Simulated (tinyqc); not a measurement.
CCD on RHF in the sto-3g basis, for H6, spin multiplicity 1, step by step. One step of it, computed by the program tinyqc.

Task: Orthogonalisation. S = U s U^T; canonical form X = U s^(-1/2), so that X^T S X = 1. Each column of U has its largest component positive (the first on a tie).

overlap S, order 1H 1s, 2H 1s, 3H 1s, 4H 1s, 5H 1s, 6H 1s:
$$\begin{pmatrix}
1.000000 & 0.563436 & 0.120593 & 0.023308 & 0.001835 & 0.000157 \\
0.563436 & 1.000000 & 0.437945 & 0.120593 & 0.014880 & 0.001835 \\
0.120593 & 0.437945 & 1.000000 & 0.563436 & 0.120593 & 0.023308 \\
0.023308 & 0.120593 & 0.563436 & 1.000000 & 0.437945 & 0.120593 \\
0.001835 & 0.014880 & 0.120593 & 0.437945 & 1.000000 & 0.563436 \\
0.000157 & 0.001835 & 0.023308 & 0.120593 & 0.563436 & 1.000000
\end{pmatrix}$$

Give: eigenvalues of S; X.

Result:

eigenvalues of S: [0.2409, 0.3582, 0.5535, 1.1277, 1.6271, 2.0926]

X, order 1H 1s, 2H 1s, 3H 1s, 4H 1s, 5H 1s, 6H 1s:
$$\begin{pmatrix}
0.4637 & -0.7082 & 0.6379 & 0.4644 & 0.3702 & 0.1921 \\
-0.8160 & 0.8875 & -0.4074 & 0.2134 & 0.3902 & 0.2821 \\
1.0930 & -0.3267 & -0.5748 & -0.4269 & 0.1343 & 0.3500 \\
-1.0930 & -0.3267 & 0.5748 & -0.4269 & -0.1343 & 0.3500 \\
0.8160 & 0.8875 & 0.4074 & 0.2134 & -0.3902 & 0.2821 \\
-0.4637 & -0.7082 & -0.6379 & 0.4644 & -0.3702 & 0.1921
\end{pmatrix}$$
